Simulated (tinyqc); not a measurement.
Harmonic transition-state theory with quantum, tunnelling and friction corrections: one step, computed by the program tinyqc.

One atom hops between equivalent sites; three modes at the minimum and two real modes at the saddle are treated as harmonic, the rest of the crystal as unchanged; melting is ignored, so hot rows may lie above the melting point.

Task: Friction. Kramers: spatial-diffusion factor kappa_s = sqrt(1 + y^2) - y with y = gamma/(2 omega_b); weak-friction (energy-diffusion) estimate kappa_e = Delta/2 with Delta = (16/3)(gamma/omega_b) E_b/(k_B T), the energy lost in one round trip of a well at the barrier energy of a symmetric quartic double well, over k_B T (half of the escaping atoms fall back); bridge 1/kappa = 1/kappa_s + 1/kappa_e. omega_b = 2 pi nu_b; rate with friction = kappa k_cl.

Inputs (values chosen for the exercise, modelled on a vacancy in silicon):
```
quantity                                value  unit
barrier E_b                             0.403    eV
imaginary frequency at the saddle nu_b   5.59   THz
temperature T                             413     K
friction gamma/(2 pi)                     3.9   THz
```

Lattice of sites: three-dimensional. Correction studied: friction.

classical rate k_cl = 1.594002e+08 1/s

Constants: k_B = 8.617333262e-05 eV/K.

Give: y; kappa_s; kappa_e; transmission kappa; rate with friction.

Result:

y = 0.3488

kappa_s = 0.7103

kappa_e = 21.07

transmission kappa = 0.6871

rate with friction = 1.095e+08 1/s

Caution: the bridge is a rough interpolation, good to tens of per cent near the turnover.
